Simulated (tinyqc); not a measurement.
From results back to parameters: deformation-potential model of the Delta valleys of a conduction band. Two cases, with inputs chosen for the exercise.

Problem. A uniaxial tension X1 along [100] acts on valleys along x, y, z, with shifts dE = Xd tr(e) + Xu a.e.a and Boltzmann shares. The ratio of the share of the y valleys to that of the x valleys is given.

s11 = (C11 + C12)/((C11 - C12)(C11 + 2 C12)), s12 = -C12/((C11 - C12)(C11 + 2 C12)), s44 = 1/C44; exx = s11 sxx + s12 (syy + szz) and cyclic, exy = s44 sxy/2; tension is positive. A uniaxial stress X along the unit vector n is s_ij = X n_i n_j.

Constants: kB = 8.617333262e-05 eV/K.

Case 1.

Values chosen (near those of Si; not measured data): C11 = 168.7 GPa; C12 = 64.7 GPa; C44 = 78.4 GPa; X1 = 0.3 GPa (size of the stress); T = 300 K (temperature).

n_y/n_x = 2.678530

Case 2.

Values chosen (near those of Si; not measured data): C11 = 167.6 GPa; C12 = 64.8 GPa; C44 = 77.4 GPa; X1 = 1 GPa (size of the stress); T = 200 K (temperature).

n_y/n_x = 148.5289

Find: splitting dE_x - dE_y; Xu.

Solution. The splitting is kT ln(n_y/n_x), and it equals Xu (exx - eyy) = Xu (s11 - s12) X1; Xd drops out.

Case 1.

splitting dE_x - dE_y = 25.47 meV
Xu = 8.83 eV

Case 2.

splitting dE_x - dE_y = 86.19 meV
Xu = 8.86 eV

Computed by tinyqc, one run a case: `OMP_NUM_THREADS=1 python tinyqc.py N N+1 out.jsonl` with N = 1051203, 1051287; one thread of a shared Intel(R) Xeon(R) Processor @ 2.30GHz, about 0.02 s a run at most.
